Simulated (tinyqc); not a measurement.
Programming of a floating-gate cell by Fowler-Nordheim tunnelling: one step of the calculation.

Per tunnel area the floating gate has Ctun = 3.9 eps0/tox to the channel (0 V) and Ccg to the control gate, Ct = Ctun/(1 - ag), no other coupling. With the threshold shift U = -Q/Ccg the field is F = ag (Vg - U)/tox, and dU/dt = J/Ccg. Fowler-Nordheim: J = A F^2 exp(-B/F), A = q^2/(16 pi^2 hbar mo phi) (times 1e14 for A/cm^2 with F in V/nm, emitter mass m0), B = (4/3) sqrt(mo/C) phi^1.5, C = hbar^2/(2 m0).

Question. Constants of the cell. A, B, Ccg = ag Ct, the starting field and current, K = A B ag/(Ccg tox), and the knee time t0 = exp(B/F(0))/K.

Parameters, values chosen for the exercise; oxide values close to those of silicon dioxide:

| symbol | value | unit | meaning |
|---|---|---|---|
| phi | 3.1 | eV | tunnel barrier |
| mo | 0.49 | m0 | tunnelling mass |
| tox | 9.4 | nm | tunnel oxide thickness |
| ag | 0.64 |  | coupling ratio Ccg/Ct |
| ar | 2400 | nm^2 | tunnel area |
| Vt0 | -2.1 | V | threshold shift at the start |
| Vg | 15.3 | V | control-gate voltage |

Constants: q = 1.602176634e-19 C, hbar = 1.054571817e-34 J s, m0 = 9.1093837015e-31 kg, eps0 = 8.8541878128e-14 F/cm where lengths are in cm, hbar^2/(2 m0) = 0.0380998212 eV nm^2. Results are converted to the units shown.

Give: A; B; Ccg; F(0); J(0); K; t0; electrons for 1 V of shift.

Answer.

A = 1.015e8 A cm^-2 (V/nm)^-2
B = 26.10 V/nm
Ccg = 0.6531 uF/cm^2
F(0) = 1.185 V/nm
J(0) = 0.03855 A/cm^2
K = 2.761e14 1/s
t0 = 13.38 us
electrons for 1 V of shift = 97.83

Range of the model: Programming fields of 10 MV/cm and more wear the oxide; trapping and the channel potential are ignored.

Numbers from tinyqc (`OMP_NUM_THREADS=1 python tinyqc.py 2130003 2130004 out.jsonl`; about 0.01 s on one thread of a shared Intel Xeon 2.30GHz).
